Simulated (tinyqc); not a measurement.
Thin-film transistor with exponential tail and deep states, accumulation layer: effect of the gate capacitance.

An undoped film in accumulation, thicker than the space-charge layer. With band bending psi the Fermi level lies E0 - psi below the band edge. Free electrons n = n0 exp(psi/Vt) carry the current; electrons in two exponential distributions of traps, a = a0 exp(psi/Va) and d = d0 exp(psi/Vp), do not. Linear regime, ohmic contacts, traps in equilibrium.

Va = kB Tt/q, Vp = kB Td/q; n0 = Nc exp(-E0/Vt), a0 = Nt th(T/Tt) exp(-E0/Va), d0 = Nd th(T/Td) exp(-E0/Vp), th(x) = pi x/sin(pi x). G(psi) = sum over the three kinds of c0 [V (exp(psi/V) - 1) - psi], field F = sqrt(2 q G/(eps0 eps_r)); Vg = psi + eps0 eps_r F/Ci at the surface. Total charge Q = Ci (Vg - psi_s); free charge Qf = q times the integral of n0 (exp(psi/Vt) - 1)/F over psi from 0 to psi_s; I = (W/L) mb Qf Vd; effective mobility mb Qf/Q.

Inputs (values chosen for the exercise); values close to those of amorphous indium gallium zinc oxide: temperature T = 300 K; relative permittivity of the semiconductor eps_r = 10; density of extended states Nc = 3.9e18 cm^-3; band mobility mb = 20 cm^2/(V s); total density of tail states Nt = 5e18 cm^-3; characteristic temperature of the tail Tt = 360 K; total density of deep states Nd = 8e16 cm^-3; characteristic temperature of the deep states Td = 2160 K; bulk Fermi level below the band edge E0 = 0.52 eV; ratio W/L WL = 5; drain voltage Vd = 0.05 V; gate voltage above flat band Vg = 9.3 V.

Constants: q = 1.602176634e-19 C, kB = 1.380649e-23 J/K, Vt = kB T/q, eps0 = 8.8541878128e-14 F/cm where lengths are in cm. Results are converted to the units shown.

Results:
```
Ci (nF/cm^2)  E0 - psi_s (eV)  Q (nC/cm^2)  free share (%)  effective mobility (cm^2/(V s))  I (nA)
4                      0.1928        35.89          0.7913                           0.1583   1.420
6.3                    0.1487        56.25           1.917                           0.3834   5.391
15                    0.08526        133.0           4.539                           0.9079   30.18
24                    0.05493        212.0           6.050                            1.210   64.14
38                    0.02627        334.6           7.602                            1.520   127.2
```

Estimate the missing row, Ci = 9.9 nF/cm^2.

Computed row:
```
Ci (nF/cm^2)  E0 - psi_s (eV)  Q (nC/cm^2)  free share (%)  effective mobility (cm^2/(V s))  I (nA)
9.9                    0.1138        88.05           3.249                           0.6498   14.30
```

With this row back in the table: As Ci goes from 4 to 38 nF/cm^2, the free share rises from 0.791 to 7.60 %, the distance of the Fermi level from the edge falls from 0.193 to 0.0263 eV and the current rises from 1.42 to 127 nA. At Ci = 38 nF/cm^2 the surface Fermi level is within 2 Vt of the band edge, where the exponential forms fail. In every row T is close to Tt, where the factor th overstates the trapped charge. In every row the th form, which assumes a Fermi level far below the edge, overcounts the filled tail at the surface by more than 15 %.

Program tinyqc, `OMP_NUM_THREADS=1 python tinyqc.py 2610130 2610131 out.jsonl`; Intel Xeon 2.30GHz, shared host, one thread, about 0.01 s.
